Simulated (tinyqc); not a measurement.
Inside a calculation. Method: UKS/BLYP in the sto-6g basis, for BeH, spin multiplicity 2. One step of it, computed by the program tinyqc.

Question. Iteration 1: building the Kohn-Sham matrix. J_ij = sum D_kl (ij|kl) with D = D(alpha) + D(beta); F = H + J + V_xc; E = tr D H + tr D J / 2 + E_xc + E_nn.

D(alpha) at the start:
```
,1Be 1s,1Be 2s,1Be 2px,1Be 2py,1Be 2pz,2H 1s
1Be 1s,0.030846,-0.165406,0.000000,0.000000,0.050312,0.114000
1Be 2s,-0.165406,0.976191,0.000000,0.000000,0.041053,-0.966162
1Be 2px,0.000000,0.000000,0.901527,-0.297953,0.000000,0.000000
1Be 2py,0.000000,0.000000,-0.297953,0.098473,0.000000,0.000000
1Be 2pz,0.050312,0.041053,0.000000,0.000000,1.165091,-1.050404
2H 1s,0.114000,-0.966162,0.000000,0.000000,-1.050404,1.832693
```

D(beta) at the start:
```
,1Be 1s,1Be 2s,1Be 2px,1Be 2py,1Be 2pz,2H 1s
1Be 1s,0.030846,-0.165406,0.000000,0.000000,0.050312,0.114000
1Be 2s,-0.165406,0.976191,0.000000,0.000000,0.041053,-0.966162
1Be 2px,0.000000,0.000000,0.000000,0.000000,0.000000,0.000000
1Be 2py,0.000000,0.000000,0.000000,0.000000,0.000000,0.000000
1Be 2pz,0.050312,0.041053,0.000000,0.000000,1.165091,-1.050404
2H 1s,0.114000,-0.966162,0.000000,0.000000,-1.050404,1.832693
```

core Hamiltonian H = T + V (hartree):
```
,1Be 1s,1Be 2s,1Be 2px,1Be 2py,1Be 2pz,2H 1s
1Be 1s,-8.328945,-1.955661,0.000000,0.000000,-0.017814,-0.512551
1Be 2s,-1.955661,-2.440665,0.000000,0.000000,-0.143199,-1.126168
1Be 2px,0.000000,0.000000,-1.962351,0.000000,0.000000,0.000000
1Be 2py,0.000000,0.000000,0.000000,-1.962351,0.000000,0.000000
1Be 2pz,-0.017814,-0.143199,0.000000,0.000000,-2.073563,-1.185406
2H 1s,-0.512551,-1.126168,0.000000,0.000000,-1.185406,-1.992671
```

Two-electron integrals (ij|kl) in chemists' order, unique and non-zero (hartree):
```
i,j,k,l,(ij|kl)
1,1,1,1,2.299996
2,1,1,1,0.361879
2,1,2,1,0.071926
2,2,1,1,0.570332
2,2,2,1,0.139654
2,2,2,2,0.417773
3,1,3,1,0.015252
3,2,3,1,0.022555
3,2,3,2,0.092340
3,3,1,1,0.570332
3,3,2,1,0.139654
3,3,2,2,0.417773
3,3,3,3,0.450117
4,1,4,1,0.015252
4,2,4,1,0.022555
4,2,4,2,0.092340
4,3,4,3,0.024258
4,4,1,1,0.570332
4,4,2,1,0.139654
4,4,2,2,0.417773
4,4,3,3,0.401601
4,4,4,4,0.450117
5,1,5,1,0.015252
5,2,5,1,0.022555
5,2,5,2,0.092340
5,3,5,3,0.024258
5,4,5,4,0.024258
5,5,1,1,0.570332
5,5,2,1,0.139654
5,5,2,2,0.417773
5,5,3,3,0.401601
5,5,4,4,0.401601
5,5,5,5,0.450117
6,1,1,1,0.096225
6,1,2,1,0.018554
6,1,2,2,0.035815
6,1,3,3,0.035520
6,1,4,4,0.035520
6,1,5,1,0.001832
6,1,5,2,0.003530
6,1,5,5,0.036404
6,1,6,1,0.005062
6,2,1,1,0.214413
6,2,2,1,0.053236
6,2,2,2,0.171430
6,2,3,3,0.165164
6,2,4,4,0.165164
6,2,5,1,0.007447
6,2,5,2,0.042532
6,2,5,5,0.183961
6,2,6,1,0.015131
6,2,6,2,0.101847
6,3,3,1,0.005342
6,3,3,2,0.023789
6,3,5,3,0.007535
6,3,6,3,0.009796
6,4,4,1,0.005342
6,4,4,2,0.023789
6,4,5,4,0.007535
6,4,6,4,0.009796
6,5,1,1,0.225120
6,5,2,1,0.056643
6,5,2,2,0.190762
6,5,3,3,0.179571
6,5,4,4,0.179571
6,5,5,1,0.012111
6,5,5,2,0.066486
6,5,5,5,0.213143
6,5,6,1,0.016949
6,5,6,2,0.129326
6,5,6,5,0.170242
6,6,1,1,0.379920
6,6,2,1,0.096299
6,6,2,2,0.344863
6,6,3,3,0.319926
6,6,4,4,0.319926
6,6,5,1,0.016432
6,6,5,2,0.118432
6,6,5,5,0.394736
6,6,6,1,0.028429
6,6,6,2,0.256574
6,6,6,5,0.346756
6,6,6,6,0.774999
```

nuclear repulsion = 1.53162724 hartree

V_xc(alpha) (hartree):
```
,1Be 1s,1Be 2s,1Be 2px,1Be 2py,1Be 2pz,2H 1s
1Be 1s,-0.565885,-0.116748,0.000000,0.000000,0.002748,-0.030068
1Be 2s,-0.116748,-0.350368,0.000000,0.000000,0.029017,-0.161660
1Be 2px,0.000000,0.000000,-0.371135,0.024199,0.000000,0.000000
1Be 2py,0.000000,0.000000,0.024199,-0.307458,0.000000,0.000000
1Be 2pz,0.002748,0.029017,0.000000,0.000000,-0.372453,-0.194065
2H 1s,-0.030068,-0.161660,0.000000,0.000000,-0.194065,-0.500402
```

V_xc(beta) (hartree):
```
,1Be 1s,1Be 2s,1Be 2px,1Be 2py,1Be 2pz,2H 1s
1Be 1s,-0.676964,-0.126837,0.000000,0.000000,0.005233,-0.032916
1Be 2s,-0.126837,-0.317738,0.000000,0.000000,0.031588,-0.156541
1Be 2px,0.000000,0.000000,-0.297258,0.000050,0.000000,0.000000
1Be 2py,0.000000,0.000000,0.000050,-0.293195,0.000000,0.000000
1Be 2pz,0.005233,0.031588,0.000000,0.000000,-0.362462,-0.193854
2H 1s,-0.032916,-0.156541,0.000000,0.000000,-0.193854,-0.501994
```

E_xc = sum of w rho eps_xc = -1.76399082 hartree

Give: Coulomb J; F(alpha); F(beta); total energy of this density.

Answer.

Coulomb J (hartree):
```
,1Be 1s,1Be 2s,1Be 2px,1Be 2py,1Be 2pz,2H 1s
1Be 1s,2.5772,0.6302,0.0000,0.0000,-0.0118,0.1617
1Be 2s,0.6302,1.9661,0.0000,0.0000,0.0117,0.9254
1Be 2px,0.0000,0.0000,1.9356,-0.0145,0.0000,0.0000
1Be 2py,0.0000,0.0000,-0.0145,1.8967,0.0000,0.0000
1Be 2pz,-0.0118,0.0117,0.0000,0.0000,2.0659,1.1021
2H 1s,0.1617,0.9254,0.0000,0.0000,1.1021,2.3006
```

F(alpha) (hartree):
```
,1Be 1s,1Be 2s,1Be 2px,1Be 2py,1Be 2pz,2H 1s
1Be 1s,-6.3176,-1.4422,0.0000,0.0000,-0.0269,-0.3809
1Be 2s,-1.4422,-0.8250,0.0000,0.0000,-0.1025,-0.3625
1Be 2px,0.0000,0.0000,-0.3978,0.0097,0.0000,0.0000
1Be 2py,0.0000,0.0000,0.0097,-0.3731,0.0000,0.0000
1Be 2pz,-0.0269,-0.1025,0.0000,0.0000,-0.3801,-0.2774
2H 1s,-0.3809,-0.3625,0.0000,0.0000,-0.2774,-0.1924
```

F(beta) (hartree):
```
,1Be 1s,1Be 2s,1Be 2px,1Be 2py,1Be 2pz,2H 1s
1Be 1s,-6.4287,-1.4523,0.0000,0.0000,-0.0244,-0.3838
1Be 2s,-1.4523,-0.7923,0.0000,0.0000,-0.0999,-0.3573
1Be 2px,0.0000,0.0000,-0.3240,-0.0144,0.0000,0.0000
1Be 2py,0.0000,0.0000,-0.0144,-0.3589,0.0000,0.0000
1Be 2pz,-0.0244,-0.0999,0.0000,0.0000,-0.3702,-0.2772
2H 1s,-0.3838,-0.3573,0.0000,0.0000,-0.2772,-0.1940
```

total energy of this density = -3.926298 hartree
